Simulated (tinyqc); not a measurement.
n-type polysilicon, carrier trapping at grain boundaries: one step of the calculation.

One-dimensional grains of size Lg, uniform ionised doping N, monovalent traps Qt at each boundary at a depth Et below (for electrons) or above (for holes) the band edge there, abrupt depletion of width W on each side of a boundary, Boltzmann statistics. xi is the distance from the band edge at the grain centre to the Fermi level. Trapped charge Qt/(1 + exp((xi + VB - Et)/Vt)) = 2 N W, barrier VB = q N W^2/(2 eps0 eps_r).

Problem. Resistivity and effective mobility. n0 = NB exp(-xi/Vt); mean density n0 (1 - 2 W/Lg) by charge balance in a partly depleted grain, and n0 (sqrt(pi)/2) erf(u)/u with u = sqrt(VB/Vt) in a fully depleted one; v = sqrt(kB T/(2 pi ms m0)); barrier resistivity Vt exp(VB/Vt)/(q fe n0 v Lg); grain resistivity (1 - 2 W/Lg)/(q n0 mug); effective mobility 1/(q mean density total resistivity).

Values chosen for this exercise; values of the order met in polycrystalline silicon: temperature T = 400 K; conduction-band density of states at T NB = 4.31e19 cm^-3; grain size Lg = 280 nm; mass for thermionic emission ms = 0.26 m0; correction factor of the emission rate fe = 0.12; mobility inside the grains mug = 94 cm^2/(V s).

Constants: q = 1.602176634e-19 C, kB = 1.380649e-23 J/K, m0 = 9.1093837015e-31 kg, Vt = kB T/q. Results are converted to the units shown.

W = 56.896525 nm
xi = 0.23661873 V
VB = 0.11264964 V

Wanted: n0; mean density; v; barrier resistivity; grain resistivity; resistivity; effective mobility.

Solution.

n0 = 4.5000e16 cm^-3
mean density = 2.6712e16 cm^-3
v = 6.0919e6 cm/s
barrier resistivity = 6.1340 ohm cm
grain resistivity = 0.87587 ohm cm
resistivity = 7.0099 ohm cm
effective mobility = 33.333 cm^2/(V s)

The resistivity is 4.75 times that of a single crystal with the same N and mobility mug, and the mean density is 59.4 % of N.

tinyqc, about 0.01 s, one thread, Intel Xeon 2.30GHz (shared host): `OMP_NUM_THREADS=1 python tinyqc.py 2830154 2830155 out.jsonl`
